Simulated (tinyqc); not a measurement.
Boundary resistance from two temperatures.

Inverse problem. A strip of width ws dissipates Pw per length on layer 1; with 45-degree spreading Tj - Tb = Pw [ln(w1/ws)/(2 k1) + Rb/w1], w1 = ws + 2 t1, where Tb is the temperature just under the boundary. Find Rb.

Inputs (values chosen for the exercise): width of the heated strip ws = 10 um; power per length of the strip Pw = 0.4 W/mm; thickness of layer 1 t1 = 2.3 um; conductivity of layer 1 k1 = 147 W/(m K).

Tb and Tj (K): 321.580486  322.185777

Answer. Subtract the resistance of layer 1 from (Tj - Tb)/Pw and multiply by w1.

Rb = 3.30 m^2 K/GW

Program tinyqc, `OMP_NUM_THREADS=1 python tinyqc.py 2520016 2520017 out.jsonl`; Intel Xeon 2.30GHz, shared host, one thread, about 0.01 s.
